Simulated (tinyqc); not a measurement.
From sheet resistance of MSi back to metal thickness t: thermodynamics of metal silicides: hull, first phase, silicon consumed, nucleation and stability against SiO2. Computed by tinyqc, a small Python program. Command: `OMP_NUM_THREADS=1 python tinyqc.py 3015245 3015246 out.jsonl silphase inv`. One thread of a shared host (Intel(R) Xeon(R) Processor @ 2.30GHz), about 0.01 s of CPU time with the checks.

Entropies of formation of the solids are neglected, so heats stand for free energies. Si fractions: M2Si 0.3333, MSi 0.5000, MSi2 0.6667.

Inputs (values chosen for the exercise, for a model metal): molar volume of M = 9.09 cm^3/mol; molar volume of Si = 12.06 cm^3/mol.

Phases: M2Si, MSi, MSi2.

volumes of the three phases per mole of M (cm^3/mol): [13, 17.7, 27.6]

resistivities of the three phases (microohm cm): [55, 27, 17]

Method. Per phase M_a Si_b, for ample silicon (not limited to t_Si): silicide thickness = t V/V_M; silicon consumed = t (b/a) V_Si/V_M; net volume change = V/(V_M + (b/a) V_Si) - 1; the top surface lies (silicide thickness - silicon consumed) above the old interface; sheet resistance = resistivity/thickness.

Question. A run gave the result below. Find the metal thickness t, known to lie between 18 and 36 nm.

sheet resistance of MSi = 5.316757 ohm

Answer.

Each step takes the trial c = (a f_b - b f_a)/(f_b - f_a), f being the result less the target and a, b, c the logarithms of the listed values; c replaces end b, the old b replaces a if the sign of f changed, and otherwise f_a is halved.

Scan of the range:
```
metal thickness t (nm)  sheet resistance of MSi (ohm)
18.0                                          7.70339
20.2                                          6.86441
22.7                                          6.10841
25.5                                          5.43769
28.6                                          4.84829
32.1                                          4.31966
36.0                                          3.85169
```

False position (Illinois rule, in the logarithm of the input) inside the bracket:
```
step    end a    end b    trial  sheet resistance of MSi (ohm)
1     25.5000  28.6000  26.1074                        5.31118
2     25.5000  26.1074  26.0555                        5.32175
3     26.1074  26.0555  26.0800                        5.31675
4     26.0555  26.0800  26.0800                        5.31676
```

Sheet resistance of MSi falls at every point of a 13-point scan of the range (every second point is shown), so one value fits; it is bracketed by 25.5 and 28.6. The scan shows a pure power law with exponent -1.0000, so scaling from any one row also gives the answer directly. Answer: metal thickness t = 26.08 nm.
